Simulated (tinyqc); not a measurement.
Inside a calculation. Model: piezoresistors in the (001) plane of a cubic crystal.

Numbers from tinyqc (`OMP_NUM_THREADS=1 python tinyqc.py 2530035 2530036 out.jsonl`; about 0.01 s on one thread of a shared Intel Xeon 2.30GHz). Printed values are rounded.

Plane stress in crystal axes x = [100], y = [010]. First-order piezoresistance: d rho_xx/rho = p11 sxx + p12 syy, d rho_yy/rho = p12 sxx + p11 syy, d rho_xy/rho = p44 sxy; a resistor along d = (cos th, sin th) changes by dR/R = d.(d rho/rho).d. Changes of geometry and second-order terms are left out.

Inputs (values chosen for the exercise); coefficients close to those of lightly doped p-type silicon:

| symbol | value | unit | meaning |
|---|---|---|---|
| p11 | 6.43 | x 1e-11/Pa | piezoresistive coefficient |
| p12 | -1.03 | x 1e-11/Pa | piezoresistive coefficient |
| p44 | 131 | x 1e-11/Pa | piezoresistive coefficient |
| th | 45 | deg | angle of the current from [100] |
| Sx | -190 | MPa | stress sxx |
| Sy | 190 | MPa | stress syy |
| St | 3 | MPa | shear stress sxy |
| Vb | 1.8 | V | bridge supply |
| E | 167 | GPa | Young's modulus along [110] |

## Change of the resistivity tensor

As in the introduction.

d rho/rho (%):

|  | x | y |
|---|---|---|
| x | -1.417400 | 0.393000 |
| y | 0.393000 | 1.417400 |

## Resistors at th and th + 90 degrees, and the bridge

dR/R = d.(d rho/rho).d. A full bridge with two resistors of each kind in opposite arms gives Vout = Vb (a - b)/(2 + a + b), a and b the two dR/R.

dR/R at th = 0.393 %
dR/R at th + 90 = -0.393 %
Vout = 7.074 mV

## Longitudinal and transverse coefficients

For uniaxial stress along or across the current: pL = p11 - (A/2) sin^2(2 th), pT = p12 + (A/2) sin^2(2 th), A = p11 - p12 - p44. Gauge factor along [110]: E (p11 + p12 + p44)/2.

A = -123.5400 x 1e-11/Pa
pL = 68.2 x 1e-11/Pa
pT = -62.8 x 1e-11/Pa
gauge factor = 113.8940
